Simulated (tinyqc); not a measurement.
Extended Hueckel theory, for H6, step by step. One step of it, computed by the program tinyqc.

Task: Wolfsberg-Helmholz matrix. H_ij = K' S_ij (H_ii + H_jj)/2 for i != j (the diagonal keeps H_ii), with K' = 1.75.

overlap S, lower triangle:
```
          1H 1s     2H 1s     3H 1s     4H 1s     5H 1s     6H 1s
1H 1s  1.000000
2H 1s  0.546525  1.000000
3H 1s  0.090502  0.359979  1.000000
4H 1s  0.018373  0.090346  0.545879  1.000000
5H 1s  0.001604  0.009840  0.090502  0.360480  1.000000
6H 1s  0.000217  0.001600  0.018373  0.090502  0.545879  1.000000
```

diagonal H_ii (eV): 1H 1s -13.600000, 2H 1s -13.600000, 3H 1s -13.600000, 4H 1s -13.600000, 5H 1s -13.600000, 6H 1s -13.600000

K = 1.750000

Give: H.

Result:

H (eV), lower triangle:
```
          1H 1s     2H 1s     3H 1s     4H 1s     5H 1s     6H 1s
1H 1s  -13.6000
2H 1s  -13.0073  -13.6000
3H 1s   -2.1539   -8.5675  -13.6000
4H 1s   -0.4373   -2.1502  -12.9919  -13.6000
5H 1s   -0.0382   -0.2342   -2.1539   -8.5794  -13.6000
6H 1s   -0.0052   -0.0381   -0.4373   -2.1539  -12.9919  -13.6000
```
